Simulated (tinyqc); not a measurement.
Classical nucleation, growth and JMAK kinetics of crystallisation from a melt or glass. Changing the interface energy gamma. Computed by tinyqc, a small Python program. Command: `OMP_NUM_THREADS=1 python tinyqc.py 3008788 3008789 out.jsonl nucl sweep`. One thread of a shared host (Intel(R) Xeon(R) Processor @ 2.30GHz), about 0.01 s of CPU time with the checks.

A spherical nucleus cap on a flat wall with a sharp interface of isotropic energy gamma; lambda = Omega^(1/3) is the jump distance.

Inputs (values chosen for the exercise, for a model substance):

| quantity | value | unit |
|---|---|---|
| melting point T_m | 1770 | K |
| heat of melting per volume H | 1380 | J/cm^3 |
| atomic volume Omega | 23.7 | angstrom^3 |
| temperature T | 1372 | K |
| diffusion prefactor D0 | 1.6e-05 | m^2/s |
| activation energy Q | 1.54 | eV |
| contact angle theta | 115 | degrees |
| wall area per volume S_v | 640000 | 1/m |

Nucleation: on a flat wall. Driving force: Thompson-Spaepen.

Constants: e = 1.602176634e-19 C; k_B = 1.380649e-23 J/K; k_B = 8.617333262e-05 eV/K.

Method:
- Driving force per volume: dG = H [(T_m - T)/T_m] [2 T/(T_m + T)].
- Shape factor f = (2 + cos theta)(1 - cos theta)^2/4.
- W(r) = f [4 pi r^2 gamma - (4/3) pi r^3 dG]; r* = 2 gamma/dG; W* = f 16 pi gamma^3/(3 dG^2); n* = f (4/3) pi r*^3/Omega.
- D = D0 exp(-Q/(k_B T)); attachment rate k+ = (A*/lambda^2) D/lambda^2 with A* = 2 pi r*^2 (1 - cos theta); Zeldovich factor Z = sqrt(W*/(3 pi k_B T))/n*; sites per volume N = S_v/lambda^2; I = N Z k+ exp(-W*/(k_B T)); lag time = 1/(4 pi Z^2 k+).
- Growth (Wilson-Frenkel): u = (D/lambda) [1 - exp(-dG Omega/(k_B T))].
- JMAK with steady nucleation and growth, nuclei spread at random: extended fraction X_e = (pi/3) I u^3 t^4, X = 1 - exp(-X_e); t_X = [-3 ln(1 - X)/(pi I u^3)]^(1/4); final grains per volume = Gamma(5/4) (3/pi)^(1/4) (I/u)^(3/4), Gamma(5/4) = 0.9064024771.
- The nose is the T between 0.3 and 0.97 T_m where I u^3 is largest; the time is for X = 1e-6, and the critical cooling rate is estimated as (T_m - T_nose)/t_nose.

One run for each value:

| interface energy gamma (J/m^2) | barrier W* (eV) | nucleation rate I (1/(m^3 s)) | nose temperature (K) | critical cooling rate (K/s) |
|---|---|---|---|---|
| 0.127 | 2.328 | 1.1033e+25 | 1284.6 | 3.3481e+09 |
| 0.142 | 3.254 | 4.6243e+21 | 1245.7 | 8.6330e+08 |
| 0.158 | 4.483 | 1.4976e+17 | 1207.9 | 1.5935e+08 |
| 0.173 | 5.884 | 1.1120e+12 | 1176.1 | 2.5390e+07 |
| 0.189 | 7.673 | 3.1358e+05 | 1146.0 | 2.6566e+06 |
| 0.204 | 9.648 | 1.8023e-02 | 1121.1 | 2.3533e+05 |
| 0.220 | 12.101 | 1.8281e-11 | 1097.9 | 1.2377e+04 |

What does the table show, and why?

Over the rows, barrier W* (eV) rises from 2.33 to 12.1 (exponent d ln y / d ln x about 3.0 throughout); nucleation rate I (1/(m^3 s)) falls from 1.10e25 to 1.83e-11 (exponent d ln y / d ln x -70 between the first rows and -270 between the last); nose temperature (K) falls from 1280 to 1100 (exponent d ln y / d ln x about -0.29 throughout). The exponent of barrier W* stays at 3: W* goes as gamma^3. Across a change of gamma by a factor 1.73 the rate falls by 35.8 decades, because W* enters the exponent as gamma^3; this is why measured rates fix gamma well and computed gamma fixes rates badly. Left out: 0.235 (the barrier is out of all reach).

Caution (rows 0.127, 0.142): homogeneous nucleation, left out here, would be as fast or faster: the wall offers too few sites or too small a cut in the barrier. Caution (rows 0.127): at the nose the lag time is not small against the nose time, so steady nucleation overstates the critical cooling rate.

Extremes, crossings and ranges named in words are read from the listed rows.
